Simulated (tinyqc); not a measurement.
# Current crowding under a contact, resistor ladder against the transmission-line model, step by step

Computed by the program tinyqc: `OMP_NUM_THREADS=1 python tinyqc.py 2760174 2760175 out.jsonl`, one thread of a shared Intel Xeon 2.30GHz, about 0.01 s for the whole run. Printed values are rounded.

A metal contact of length d and width W on a thin layer of the same width. The metal has no resistance, the sheet resistance under it equals Rsh, and current enters the layer at the front edge x = 0.

Values chosen for this exercise:
- Rsh = 130 ohm/sq (sheet resistance of the semiconductor layer)
- rc = 1.4e-8 ohm cm^2 (specific contact resistivity)
- d = 0.34 um (contact length)
- W = 12 um (contact width)
- n = 10 (cells)
- I = 0.1 mA (current)

## Conductances of the ladder

Cut the contact into n cells of length hc = d/n. Neighbouring cell centres are joined by a = W/(Rsh hc), each centre joins the metal (0 V) by g = W hc/rc, and I enters cell 1 through half a cell: -a v_(i-1) + b_i v_i - a v_(i+1) = I for i = 1 and 0 otherwise, b_i = g + 2 a (g + a at both ends). Rc = v_1/I + 1/(2 a).

a = 2.71493 S
g = 0.291429 S
b_i, cell 1 to 10 (S): [3.00636, 5.72129, 5.72129, 5.72129, 5.72129, 5.72129, 5.72129, 5.72129, 5.72129, 3.00636]

## Voltages and the share of the current

Cut the contact into n cells of length hc = d/n. Neighbouring cell centres are joined by a = W/(Rsh hc), each centre joins the metal (0 V) by g = W hc/rc, and I enters cell 1 through half a cell: -a v_(i-1) + b_i v_i - a v_(i+1) = I for i = 1 and 0 otherwise, b_i = g + 2 a (g + a at both ends). Rc = v_1/I + 1/(2 a). Cell i passes g v_i to the metal.

v_i, cell 1 to 10 (mV): [0.0958397, 0.0692940, 0.0501866, 0.0364664, 0.0266605, 0.0197165, 0.0148889, 0.0116596, 0.0096818, 0.0087432]
share of the current, cell 1 to 10 (%): [27.9304, 20.1943, 14.6258, 10.6273, 7.7696, 5.7460, 4.3391, 3.3979, 2.8215, 2.5480]
Rc of the ladder = 1.14256 ohm

The first cell passes 27.9 % of the current and the last 2.55 %; an even spread would give 10.0 % each.

## The transmission-line result

Transfer length Lt = sqrt(rc/Rsh); front resistance Rc = (Rsh Lt/W) coth(d/Lt); end resistance Re = (Rsh Lt/W)/sinh(d/Lt). v(x) = I (Rsh Lt/W) cosh((d - x)/Lt)/sinh(d/Lt) at the cell centres x = (i - 1/2) d/n.

Lt = 0.103775 um
Rc = 1.12744 ohm
Re = 0.0850385 ohm
v(x), cell 1 to 10 (mV): [0.0957610, 0.0691342, 0.0499952, 0.0362709, 0.0264750, 0.0195465, 0.0147351, 0.0115195, 0.0095516, 0.0086182]

The ladder's Rc is 1.3 % above this value, with cells 0.33 Lt long.
